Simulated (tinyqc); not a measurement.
Donor or exciton in a quantum well (variational effective-mass method): one step, computed by the program tinyqc. Command: `OMP_NUM_THREADS=1 python tinyqc.py 3022585 3022586 out.jsonl welldonor walk`. One thread of a shared host (Intel(R) Xeon(R) Processor @ 2.30GHz), about 0.06 s of CPU time with the checks.

H = -nabla^2 - 2/|r - r_i| + V(z) in effective units; trial function psi = f(z) exp(-|r - r_i|/lambda), f the ground state of the well. Mass and screening are the same in well and barrier; l = L/a* is the width in effective units. Bands are flat: no polarisation or applied field.

Task: Binding at the trial radius. k = pi/l; f = cos(k z) inside and zero outside; subband energy k^2 Ry*. Binding E_b(lambda) = -1/lambda^2 + 4 A/(lambda B), with A = int f^2 exp(-2 s/lambda) dz, B = int f^2 exp(-2 s/lambda)(1 + 2 s/lambda) dz and s = |z - z_i|; 40 Gauss-Legendre points on each piece between the walls at z = -l/2 and l/2 and z_i.

Inputs (values chosen for the exercise, for a model semiconductor):
```
quantity                              value  unit
electron mass m                       0.252   m_0
well width L                            3.5    nm
trial radius lambda                     1.5    a*
donor position z_i/L from the centre    0.3     -
```

Centre: donor. Barriers: infinite.

l = 1.515217

Give: A; B; E_b(lambda).

Result:

A = 0.43388 a*

B = 0.65115 a*

E_b(lambda) = 1.3324 Ry*

Caution: so narrow a well has large confinement energy, where non-parabolicity and barrier penetration matter.
